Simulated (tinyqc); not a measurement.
Inside a calculation. Method: plane-wave Kohn-Sham cycle with exchange-only LDA in a layered model solid. One step of it, computed by the program tinyqc.

Question. Iteration 1: potential. V_H(G) = 4 pi rho(G)/G^2 for G != 0 (uniform background); v_x = -(3 rho/pi)^(1/3); V = V_ext + V_H + v_x; Fourier components f(G_m) = (1/N) sum_j f(x_j) exp(-i G_m x_j).

A solid whose potential varies along x alone (atomic units):
```
parameter,value
period a,13.200000
cross-section of the cell,24.000000
electrons per cell,2
grid points,16
"plane waves -n..n, n",2
k points,3
V1 in V1 cos(2 pi x/a),-0.610000
V2 in V2 cos(4 pi x/a),-0.130000
```

density at the start, on the grid x_j = j a/N (e/bohr^3): 0.00631313  0.00631313  0.00631313  0.00631313  0.00631313  0.00631313  0.00631313  0.00631313  0.00631313  0.00631313  0.00631313  0.00631313  0.00631313  0.00631313  0.00631313  0.00631313

Give: Potentials on the grid; V(G_m), m = 0, 1, 2, ....

Answer.

Potentials on the grid (hartree):
```
x,V_ext,V_H,v_x,V
0.0000,-0.7400,0.0000,-0.1820,-0.9220
0.8250,-0.6555,0.0000,-0.1820,-0.8375
1.6500,-0.4313,0.0000,-0.1820,-0.6133
2.4750,-0.1415,0.0000,-0.1820,-0.3235
3.3000,0.1300,0.0000,-0.1820,-0.0520
4.1250,0.3254,0.0000,-0.1820,0.1434
4.9500,0.4313,0.0000,-0.1820,0.2493
5.7750,0.4716,0.0000,-0.1820,0.2896
6.6000,0.4800,0.0000,-0.1820,0.2980
7.4250,0.4716,0.0000,-0.1820,0.2896
8.2500,0.4313,0.0000,-0.1820,0.2493
9.0750,0.3254,0.0000,-0.1820,0.1434
9.9000,0.1300,0.0000,-0.1820,-0.0520
10.7250,-0.1415,0.0000,-0.1820,-0.3235
11.5500,-0.4313,0.0000,-0.1820,-0.6133
12.3750,-0.6555,0.0000,-0.1820,-0.8375
```

V(G_m), m = 0, 1, 2, ... (hartree): -0.1820  -0.3050  -0.0650  0.0000  0.0000
